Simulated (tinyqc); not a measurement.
What moves the results: dielectric confinement in a thin film (image charges). A value that a table varies takes the place of the one given here.

A film |z| < t/2 of dielectric constant eps between half-spaces of dielectric constant e2; lam = (eps - e2)/(eps + e2), q = e^2/(4 pi eps0). The self-energy of a band edge is taken with the high-frequency value, e2 = eh, and the field of a fixed ion with the static one, e2 = eo. A charge at z has images lam^|n| at n t + (-1)^n z. Its self-energy is S(z) = (q/2 eps) sum over n >= 1 of lam^n [1/(n t - 2z) + 1/(n t + 2z)] for odd n and 2 lam^n/(n t) for even n; at the centre S(0) = -(q/(eps t)) ln(1 - lam).

Donor at the centre, lam from the static eo, trial function cos(pi z/t) exp(-rho/l): E(l) = c/(m l^2) - (q/eps) times the integral over k of F(k t) (1 + (k l/2)^2)^(-3/2), with F(x) = F0 + 2 lam exp(-x) G/(1 - lam exp(-x)), F0 = 2[(1 - exp(-x/2))/x + x (1 + exp(-x/2))/(x^2 + 4 pi^2)], G = 2 sinh(x/2)[1/x - x/(x^2 + 4 pi^2)]; c = hbar^2/2m0. The binding energy is -E at the minimum, counted from the subband edge with its self-energy.

Constants: e^2/(4 pi eps0) = 14.39964547 eV angstrom; hbar^2/2m0 = 3.80998211 eV angstrom^2; Ry = 13.60569312 eV.

Parameters, chosen for this exercise (near those of a Si (100) film, two-fold valleys, between layers of SiO2; the results hold for these values, not for the real material):

| symbol | value | unit | meaning |
|---|---|---|---|
| eps | 11.4 |  | dielectric constant of the film |
| eh | 2.1 |  | high-frequency dielectric constant outside |
| eo | 4.1 |  | static dielectric constant outside |
| m | 0.192 | m0 | mass in the plane |
| mz | 0.88 | m0 | mass across the film |
| ts | (10, 15, 22, 32, 48, 70, 100) | angstrom | thicknesses |
| t | 52 | angstrom | film thickness |

## Thinning the film

<S> is the mean over (2/t) cos^2(pi z/t); confinement c (pi/t)^2/mz; donor binding with and without images.

Results:

| t (angstrom) | <S> (meV) | confinement (meV) | binding, no images (meV) | binding (meV) | l (angstrom) |
|---|---|---|---|---|---|
| 10 | 166.8 | 427.3 | 62.4 | 166.4 | 15.4 |
| 15 | 111.2 | 189.9 | 57.3 | 135.2 | 17.6 |
| 22 | 75.8 | 88.3 | 51.8 | 109.9 | 20.1 |
| 32 | 52.1 | 41.7 | 46.2 | 88.9 | 22.9 |
| 48 | 34.7 | 18.5 | 39.9 | 70.1 | 26.6 |
| 70 | 23.8 | 8.7 | 34.1 | 55.7 | 30.6 |
| 100 | 16.7 | 4.3 | 29.0 | 44.5 | 35.1 |

Between 100 and 10 angstrom the binding goes from 44.5 to 166.4 meV; quantum confinement alone would take it from 29.0 to 62.4, so the images supply +15.5 and +104.0 meV. |<S>| goes as 1/t and exceeds the confinement energy beyond 26 angstrom. For t well above a* = 31 angstrom the separable trial function underbinds, which affects the last rows. Hard-wall energies above 300 meV (up to t = 10 angstrom) overstate the confinement: walls are finite and valleys non-parabolic.

## Choice of the surrounding dielectric

The same film between different dielectrics; in this table one value e2 serves for both eo and eh.

Results:

| case | lam | <S> (meV) | binding (meV) | l (angstrom) |
|---|---|---|---|---|
| e2 = 1 | 0.839 | 48.9 | 122.0 | 26.0 |
| e2 = 2.5 | 0.640 | 28.3 | 84.4 | 26.8 |
| e2 = 3.9 | 0.490 | 19.0 | 68.5 | 27.3 |
| e2 = 7.5 | 0.206 | 6.7 | 48.7 | 28.4 |
| e2 = 16 | -0.168 | -4.7 | 32.1 | 29.9 |
| e2 = 25 | -0.374 | -9.7 | 25.3 | 30.8 |
| e2 = 80 | -0.751 | -17.7 | 15.6 | 32.8 |

The binding spans a factor 7.8, from 122 meV in vacuum to 15.6 meV for e2 = 80; going from 3.9 to 25 changes it by -43.1 meV and the band edge by -28.7 meV, so the binding responds 1.50 times as much as the edge (for an orbit much smaller than t the binding would change by twice the change of S(0), -48.2 meV; here l/t = 0.53 for e2 = 3.9).

## What each parameter does

<S> is the mean over (2/t) cos^2(pi z/t). Each row changes one parameter from the base and keeps the others.

Results:

| case | lam from eh | <S> (meV) | binding (meV) | l (angstrom) |
|---|---|---|---|---|
| base | 0.689 | 32.1 | 66.8 | 27.4 |
| t = 46 angstrom | 0.689 | 36.3 | 71.9 | 26.2 |
| eps = 10.3 | 0.661 | 33.0 | 73.2 | 25.8 |
| eo = 5.7 | 0.689 | 32.1 | 56.4 | 27.9 |
| eh = 2.7 | 0.617 | 26.6 | 66.8 | 27.4 |
| m = 0.23 m0 | 0.689 | 32.1 | 71.7 | 24.5 |

The largest shifts from the base row, up to three for each result and ties (the steps differ in size, so this ranks the rows, not the parameters). lam from eh: eh -0.072, eps -0.028; unchanged at the printed digits by t, eo and m. <S> (meV): eh -5.4, t +4.2, eps +1.0; unchanged at the printed digits by eo and m. binding (meV): eo -10.4, eps +6.4, t +5.1; unchanged at the printed digits by eh. l (angstrom): m -2.9, eps -1.6, t -1.2; unchanged at the printed digits by eh.

(tinyqc, `OMP_NUM_THREADS=1 python tinyqc.py 1281488 1281489 out.jsonl`, Intel(R) Xeon(R) Processor @ 2.30GHz, 1 thread, shared host, about 0.03 s.)
